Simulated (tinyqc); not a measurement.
What moves the results: donor level screened by free carriers (Yukawa potential). A value that a table varies takes the place of the one given here.

Potential -(q/(eps r)) exp(-ks r), q = e^2/(4 pi eps0). In units Ry* = Ry m/eps^2 and a* = a0 eps/m the problem is [-Laplacian - 2 exp(-x r)/r] psi = E psi with x = ks a*.

Converged values use 18 functions exp(-z r), z = 1.55^i, i = -11 to 6: S = 2/A^3, H = z_i z_j S - 2/(A + x)^2, A = z_i + z_j.

Screening wave number: Debye ks^2 = 4 pi q n/(eps kB T); Thomas-Fermi ks^2 = 6 pi q n/(eps EF) with EF = c (3 pi^2 n/gv)^(2/3)/m, c = hbar^2/2m0; the two are joined by 1/ks^2 = sqrt(1/ks_D^4 + 1/ks_TF^4). 1e18/cm^3 = 1e-6/angstrom^3, q = e^2/(4 pi eps0).

Constants: e^2/(4 pi eps0) = 14.39964547 eV angstrom; kB = 8.617333262e-05 eV/K; hbar^2/2m0 = 3.80998211 eV angstrom^2; Ry = 13.60569312 eV; a0 (Bohr radius) = 0.5291772105 angstrom.

Values chosen for the exercise (near those of a donor in GaN, with one mean mass; not measured data): xs = (0.04, 0.19, 0.35, 0.46, 0.77, 0.93, 1.1) (values of x); m = 0.199 m0 (mass); eps = 9.4 (dielectric constant); gv = 1 (valleys); T = 400 K (temperature); nl = (0.0069, 0.023, 0.069, 0.23, 0.69, 2.3, 6.9) x 1e18/cm^3 (densities); n = 0.23 x 1e18/cm^3 (free-carrier density).

## Towards the loss of the bound state

First order (-1 + 2x), one-parameter (minimum of z^2 - 8 z^3/(2z + x)^2) and converged 1s energies in Ry*, and the mean radius in a*; a dash marks an unbound result.

Results:
```
x     first order  trial function  converged   <r>
0.04      -0.9200         -0.9223    -0.9223  1.50
0.19      -0.6200         -0.6685    -0.6686  1.55
0.35      -0.3000         -0.4526    -0.4537  1.65
0.46      -0.0800         -0.3319    -0.3344  1.76
0.77            -         -0.0930    -0.1042  2.43
0.93            -         -0.0210    -0.0389  3.41
1.10            -               -    -0.0046  8.28
```

First order loses the state at x = 0.5, the trial function reaches zero energy at x = 1.00, and the exact limit is 1.19. The radius starts at 1.5 a*, grows slowly at first (1.65 at x = 0.35), then steadily, and swells towards the end (8.3 at 1.10), where a single exponential fails: the binding vanishes as the square of the distance from 1.19.

## Binding against carrier density

Ry* = 30.6421 meV
a* = 24.996 angstrom

x from the joined ks; converged 1s binding (dash: x above 1.17, at or past the limit 1.19 where the state unbinds).

Results:
```
n (1e18/cm^3)  EF/kB T  1/ks (angstrom)      x  binding (meV)  n^(1/3) a*
0.0069            0.02            509.4  0.049          27.74       0.048
0.023             0.04            279.1  0.090          25.50       0.071
0.069             0.09            161.2  0.155          22.15       0.103
0.23              0.20             88.6  0.282          16.50       0.153
0.69              0.42             51.9  0.482           9.60       0.221
2.3               0.93             30.2  0.826           2.37       0.330
6.9               1.93             20.6  1.216              -       0.476
```

The binding falls from 27.7 to 2.4 meV (bare value 30.6); it passes half the bare value between 0.23 and 0.69 x 1e18/cm^3. The level is unbound, or bound by less than 0.001 Ry*, from 6.9 x 1e18/cm^3 on; as the density rises, it is lost by the time n^(1/3) a* reaches 0.48. x grows with exponent 0.50 in n at the start and 0.35 at the end (1/2 for Debye, 1/6 for Thomas-Fermi screening). The level survives to n^(1/3) a* = 0.33, past the 0.26 of the Mott rule, which corresponds to x = 1 for one valley with degenerate screening; here the level lasts until x = 1.19, the screening is at most the degenerate value, and overlap of donors is left out.

## What each parameter does

Ry* = Ry m/eps^2, a* = a0 eps/m, x = ks a* with the joined ks; converged binding. Each row changes one parameter from the base and keeps the others.

Results:
```
case                   1/ks (angstrom)      x  binding in Ry*  binding (meV)
base                              88.6  0.282           0.539          16.50
n = 0.345 x 1e18/cm^3             72.6  0.344           0.460          14.11
T = 460 K                         94.9  0.263           0.564          17.27
m = 0.223 m0                      88.5  0.252           0.579          19.89
eps = 8.6                         84.8  0.270           0.555          20.31
gv = 2                            88.4  0.283           0.538          16.47
```

The largest shifts from the base row, up to three for each result and ties (the steps differ in size, so this ranks the rows, not the parameters). 1/ks (angstrom): n -16.0, T +6.3, eps -3.9. x: n +0.062, m -0.030, T -0.019. binding in Ry*: n -0.078, m +0.041, T +0.025. binding (meV): eps +3.81, m +3.38, n -2.40.

Program tinyqc; command `OMP_NUM_THREADS=1 python tinyqc.py 1252168 1252169 out.jsonl`; about 0.01 s on one thread of a shared Intel(R) Xeon(R) Processor @ 2.30GHz.
